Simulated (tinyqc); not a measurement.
# Worked calculation: charge pumping in an n-channel transistor

Numbers from tinyqc (`OMP_NUM_THREADS=1 python tinyqc.py 2030087 2030088 out.jsonl`; about 0.01 s on one thread of a shared Intel Xeon 2.30GHz). Printed values are rounded.

The gate is pulsed from accumulation to inversion and back. Energies E are counted from the intrinsic level; Dit(E) = D0 [1 + b (2 E/Eg)^2]. During each edge the traps near the bands emit their carriers, and those between Eh and Ee recombine once a cycle.

Inputs (values chosen for the exercise); band and dielectric values close to those of silicon:
- T = 300 K (temperature)
- Eg = 1.12 eV (band gap)
- Nc = 2.84e19 cm^-3 (conduction-band density of states at 300 K)
- Nv = 2.62e19 cm^-3 (valence-band density of states at 300 K)
- A = 5.5 um^2 (gate area)
- D0 = 1.3e11 cm^-2 eV^-1 (trap density at midgap)
- b = 0 (rise of the trap density towards the band edges)
- sn = 2.5e-15 cm^2 (cross-section for electrons)
- sp = 2.2e-15 cm^2 (cross-section for holes)
- vth = 1.6e7 cm/s (thermal velocity at 300 K, one nominal value for electrons and holes)
- dV = 0.62 V (Vth - Vfb)
- Va = 2.3 V (pulse height)
- f = 91000 Hz (frequency)
- tr = 120 ns (rise time)
- tf = 930 ns (fall time)

Constants: q = 1.602176634e-19 C, kB = 1.380649e-23 J/K, Vt = kB T/q. Results are converted to the units shown.

Range of the model: The Fermi levels of inversion and accumulation are taken to lie beyond Ee and Eh, the flat tops to fill all traps, and no geometric current is added.

## Emission levels

ni = sqrt(Nc Nv) exp(-Eg/(2 Vt)), Eg in volts; emission times te = (dV/Va) tf and th = (dV/Va) tr; Ee = -Vt ln(vth sn ni te), Eh = +Vt ln(vth sp ni th).

ni = 1.067146e10 cm^-3
te = 250.6957 ns
th = 32.34783 ns
Ee = 0.2363538 eV
Eh = -0.2925955 eV

The window covers 47.2 % of the gap.

## Pumped charge and current

Nit = integral of Dit from Eh to Ee = D0 [Ee - Eh + 4 b (Ee^3 - Eh^3)/(3 Eg^2)], Qcp = q A Nit, Icp = f Qcp.

Nit = 6.876341e10 cm^-2
mean Dit = 1.3e11 cm^-2 eV^-1
traps pumped a cycle = 3781.988
Icp = 55.14065 pA
